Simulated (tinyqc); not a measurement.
# Band bending at a free surface with a continuum of surface states, surface photovoltage and Kelvin probe: effects of single changes

n-type bulk, xi = Ec - EF = Vt ln(Nc/Nd), p0 = ni^2/Nd, ni = sqrt(Nc Nv) exp(-Eg/(2 Vt)), Eg in volts. b is the upward band bending, u = b/Vt. Space charge per area, in units of q: Qc = sign(b) sqrt((2 eps0 eps_r Vt/q) [(Nd + dn)(exp(-u) - 1) + Nd u + (p0 + dn)(exp(u) - 1)]), with dn the excess density under light (flat quasi-Fermi levels; 0 in the dark). The states hold -Ds (E0 - xi - b): negative while the Fermi level lies above the neutrality level. Neutrality: Qc + Qf + (charge of the states) = 0.

Values chosen for this exercise; band and dielectric values close to those of germanium: temperature T = 300 K; band gap Eg = 0.649 eV; relative permittivity eps_r = 16.1; conduction-band density of states at T Nc = 1.05e19 cm^-3; valence-band density of states at T Nv = 6.12e18 cm^-3; electron affinity chi = 4.05 eV; donor density Nd = 9.8e17 cm^-3; fixed positive charge at the surface Qf = 0 cm^-2; work function of the probe tip pt = 4.85 eV; density of surface states Ds = 1.4e14 cm^-2 eV^-1; depth of their neutrality level below the conduction edge E0 = 0.3 eV.

Constants: q = 1.602176634e-19 C, kB = 1.380649e-23 J/K, Vt = kB T/q, eps0 = 8.8541878128e-14 F/cm where lengths are in cm. Results are converted to the units shown.

Each table varies one quantity; the others keep the values above.

## Pinning by the surface states

b solves the neutrality condition in the dark.

Pinning by the surface states:
```
Ds (cm^-2 eV^-1)      b (V)  xi + b (eV)  Qc (cm^-2)
1.8e11            0.0023515     0.063662   4.2541e10
5.1e11            0.0067207     0.068031   1.1830e11
1.4e12             0.018788     0.080098   3.0786e11
3.9e12             0.052664      0.11397   7.2550e11
1.1e13              0.12127      0.18258   1.2916e12
2.9e13              0.18182      0.24313   1.6493e12
8.1e13              0.21620      0.27751   1.8220e12
```

What does the table show?

b rises from 0.00235 to 0.216 V. The Fermi level moves towards E0 = 0.3 eV and is within 22.5 meV of it in the last row; it is half-way there at the Ds that solves Ds b = Qc(b) + Qf with b = (E0 - xi)/2, 1.07e13 cm^-2 eV^-1.

## Kelvin-probe contrast of the doping

Same model as above.

Work function chi + xi + b; contact potential difference CPD = (work function of the sample) - pt.

Result of one run:
```
Nd (cm^-3)   xi (eV)    b (V)  CPD (mV)
2.5e17      0.096626  0.19714   -506.24
```

What becomes of these results when the donor density Nd is changed from 2.5e17 to 2.5e16 cm^-3, all else the same?

Result of the changed run:
```
Nd (cm^-3)  xi (eV)    b (V)  CPD (mV)
2.5e16      0.15615  0.14222   -501.63
```

The whole series:
```
Nd (cm^-3)   xi (eV)    b (V)  CPD (mV)
1.4e16       0.17114  0.12772   -501.14
2.5e16       0.15615  0.14222   -501.63
4.5e16       0.14096  0.15673   -502.31
8e16         0.12608  0.17067   -503.24
1.4e17       0.11162  0.18390   -504.48
2.5e17      0.096626  0.19714   -506.24
4.5e17      0.081431  0.20990   -508.67
8e17        0.066556  0.22152   -511.92
```

xi falls by 105 mV over the table and the CPD by 10.8 mV; b rises from 0.128 to 0.222 V. Between the first two rows the CPD follows 3.25 % of the change of xi, and between the last two 21.8 %. It is below 100 % where b rises with the doping (pinning hides it).

## Photovoltage against injection

Same model as above.

Under chopped light the surface charge keeps its dark value, so b falls to bL with Qc(bL, dn) = Qc(b, 0); the photovoltage is b - bL.

Results:
```
dn (cm^-3)   bL (V)  photovoltage (mV)  share of b removed (%)
1e9          0.2254           1.611e-4                7.150e-5
1.3e10       0.2254           0.002095                9.294e-4
1.6e11       0.2253            0.02576                 0.01143
2.1e12       0.2250             0.3340                  0.1482
2.6e13       0.2217              3.639                   1.615
4.2e15       0.1636              61.80                   27.42
5.3e16       0.1138              111.6                   49.51
6.8e17      0.06175              163.6                   72.60
8.6e18      0.02300              202.4                   89.79
```

Estimate the missing row, dn = 3.3e14 cm^-3.

Computed row:
```
dn (cm^-3)  bL (V)  photovoltage (mV)  share of b removed (%)
3.3e14      0.2030              22.37                   9.927
```

With this row back in the table: The photovoltage rises from 1.61e-4 to 202 mV, towards the full b = 225 mV. Its steepest rise is 47.0 mV a decade (Vt ln 10 = 59.5 mV), and it reaches 89.8 % of b in the last row: even strong light does not flatten the bands fully, so a saturation reading understates b. For dn = 8.6e18 the injection is high, and a Dember voltage, left out here, adds to the signal.

Computed by the program tinyqc: `OMP_NUM_THREADS=1 python tinyqc.py 2430078 2430079 out.jsonl`, one thread of a shared Intel Xeon 2.30GHz, about 0.01 s for the whole run.
